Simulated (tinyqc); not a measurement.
Small-signal admittance of a forward-biased p+-n diode: one step of the calculation.

Holes injected into a neutral base of width wb with an ohmic contact at its end; low injection, p0 far above the equilibrium density. A small voltage v exp(i w t), w = 2 pi f, modulates the edge density by p0 v/Vt, and the small-signal density obeys Dp d2p/dx2 = (1/tau + i w) p.

Question. The same by finite differences. 8 equal intervals, h = wb/8; u = small-signal density over its edge value, u_0 = 1, u_8 = 0; u_(i-1) + b u_i + u_(i+1) = 0 with b = -2 - h^2 (1/tau + i w)/Dp; Y = (q Dp p0/(Vt h)) (-b/2 - u_1), which includes the half box at the edge.

Inputs (values chosen for the exercise); permittivity close to that of gallium arsenide:

| symbol | value | unit | meaning |
|---|---|---|---|
| T | 275 | K | temperature |
| Dp | 4.9 | cm^2/s | hole diffusion coefficient |
| tau | 2e-7 | s | hole lifetime |
| wb | 12 | um | width of the neutral base |
| p0 | 2.4e12 | cm^-3 | excess hole density at the junction edge |
| f | 3e6 | Hz | signal frequency |

Constants: q = 1.602176634e-19 C, kB = 1.380649e-23 J/K, Vt = kB T/q. Results are converted to the units shown.

Wanted: b; u; Y on the mesh.

Answer.

b = -2.0230-0.0866i
u, node 1 to 7: [0.78373-0.13200i, 0.59689-0.19920i, 0.44099-0.21931i, 0.31419-0.20628i, 0.21247-0.17080i, 0.13040-0.12085i, 0.06179-0.06238i]
Y on the mesh = 0.12072+0.09291i S/cm^2

Program tinyqc, `OMP_NUM_THREADS=1 python tinyqc.py 2890149 2890150 out.jsonl`; Intel Xeon 2.30GHz, shared host, one thread, about 0.01 s.
